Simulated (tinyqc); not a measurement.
Conductance of a narrow metal strip with scatterers (square lattice, Green functions): sweeps and comparisons. A value that a table varies takes the place of the one given here.

A strip of W sites across with hard walls, site energy 0 and hopping -t. Mode n = 1 to W has profile chi_n(j) = sqrt(2/(W + 1)) sin(n j pi/(W + 1)) and energy en = -2t cos(n pi/(W + 1)); E = en - 2t cos(kn a). With z_n = exp(i kn a) (Im k > 0 for closed modes, |z| < 1) each lead gives the self-energy -t z_n in mode n. One column carries the site energies v, here a notch at the edge (a site raised out of reach). In the mode basis V_nm = sum_j chi_n(j) v_j chi_m(j), G = (E - en + 2 t z_n - V)^-1, and t_nm = 2t sqrt(sin(kn a) sin(km a)) G_nm in size for open modes. T = sum |t_nm|^2, conductance (2e^2/h) T.

Constants: e^2/h = 3.874045865e-05 S.

Values chosen for the exercise (hopping and spacing of the size met in Cu or Al; the lattice is a model; not measured data): t = 1.5 eV (hopping); W = 3 (sites across); v = (50, 0, 0) eV (site energies in the scattering column); a = 2.74 angstrom (spacing); E = -2.01 eV (Fermi energy).

## Conductance steps with and without the scatterer

E is varied across the lower half of the band.

Against energy:
```
E/t    E (eV)  open modes       T  reflected
-3.30  -4.950           1  0.3561     0.6439
-2.95  -4.425           1  0.7350     0.2650
-2.65  -3.975           1  0.8564     0.1436
-2.30  -3.450           1  0.9396     0.0604
-1.95  -2.925           2  1.0094     0.9906
-1.65  -2.475           2  1.0555     0.9445
-1.30  -1.950           2  1.1182     0.8818
-0.95  -1.425           2  1.2344     0.7656
-0.65  -0.975           2  1.6281     0.3719
-0.30  -0.450           3  2.0022     0.9978
0.05    0.075           3  2.0025     0.9975
```

The clean strip goes from 1 to 3 open modes. The reflected flux ranges from 0.060 (E/t = -2.3) to 0.998 (E/t = -0.3). A scatterer on one site acts on one combination of modes only, so it can reflect at most one unit.

## The same scatterer in wider strips

Width (W + 1) a; the strength is the entry of v largest in size. The notch stays one site deep. Added resistance (1/T - 1/M)/(2 e^2/h), M the number of open modes.

Against width:
```
W   width (angstrom)   M        T     T/M  added resistance (ohm)
3               11.0   2   1.1096  0.5548                  5178.5
4               13.7   3   2.0065  0.6688                  2130.0
5               16.4   3   2.3222  0.7741                  1255.7
6               19.2   4   3.0724  0.7681                   974.2
8               24.7   5   4.1831  0.8366                   504.1
10              30.1   6   5.3315  0.8886                   269.7
14              41.1   9   8.0715  0.8968                   165.0
20              57.5  12  11.3521  0.9460                    61.4
```

The added resistance is 5179 ohm at W = 3 and 61.4 at W = 20; from W = 10 to 20 it changes by a factor 0.23, where 1/M gives 0.50 and 1/M^2 gives 0.25. A point scatterer removes at most one unit of M (here 0.65 to 0.99), so its resistance is at most 1/(M (M - 1)) in units of h/2e^2, without bound for M = 1, with jumps where modes open or where the site sits near a node of the open modes; the largest value is at W = 3 (5179 ohm).

## What each change does

Open modes M, T and the added resistance (1/T - 1/M)/(2 e^2/h). Each row changes one parameter from the base and keeps the others.

Results:
```
case                M       T  added resistance (ohm)
base                2  1.1096                    5179
t = 1.56 eV         2  1.1222                    5047
E = -1.89 eV        2  1.1273                    4996
v = (50, 50, 0) eV  2  0.8914                    8025
```

The largest shifts from the base row, up to three for each result and ties (the steps differ in size, so this ranks the rows, not the parameters). M: unchanged at the printed digits by t, E and v. T: v -0.2182, E +0.0177, t +0.0127. added resistance (ohm): v +2847, E -183, t -131.

(tinyqc, `OMP_NUM_THREADS=1 python tinyqc.py 1482738 1482739 out.jsonl`, Intel(R) Xeon(R) Processor @ 2.30GHz, 1 thread, shared host, about 0.01 s.)
